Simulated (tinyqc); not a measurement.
Velocity overshoot from momentum and energy balance equations after a field step: one step, computed by the program tinyqc. Command: `OMP_NUM_THREADS=1 python tinyqc.py 3018018 3018019 out.jsonl overshoot walk`. One thread of a shared host (Intel(R) Xeon(R) Processor @ 2.30GHz), about 0.02 s of CPU time with the checks.

At t = 0 the field jumps from 0 to F in a uniform sample. v is the drift velocity and u = w - (3/2) k_B T the excess energy per carrier.

Task: First four steps. dv/dt = e F/m - v/tau_m(u), du/dt = e F v - u/tau_E, tau_m(u) = tau_0/(1 + c u), tau_0 = m mu_0/e, c = mu_0/(e tau_E v_s^2); this choice gives the steady state v (1 + mu_0 F v/v_s^2) = mu_0 F, which saturates at v_s. Step: v_new = (v + dt e F/m)/(1 + dt/tau_m(u)), u_new = (u + dt e F v_new)/(1 + dt/tau_E). Start v = u = 0; the distance adds dt (v + v_new)/2.

Inputs (values chosen for the exercise, modelled on electrons in 4H-SiC except for tau_E):
```
quantity,value,unit
energy relaxation time tau_E,0.71,ps
field after the step F,24,kV/cm
lattice temperature T,300,K
time step dt,12,fs
```

Scheme: implicit in the damping.

c = 4.260129 1/eV

tau_0 = 189.4452 fs

acceleration e F/m = 0.01241520 1e7 cm/s per fs

Give: Steps.

Result:

Steps:
```
step,t (fs),v (1e7 cm/s),u (eV),tau_m (fs)
1,12,0.1401,0.000397,189.1
2,24,0.2718,0.001160,188.5
3,36,0.3956,0.002261,187.6
4,48,0.5119,0.003673,186.5
```
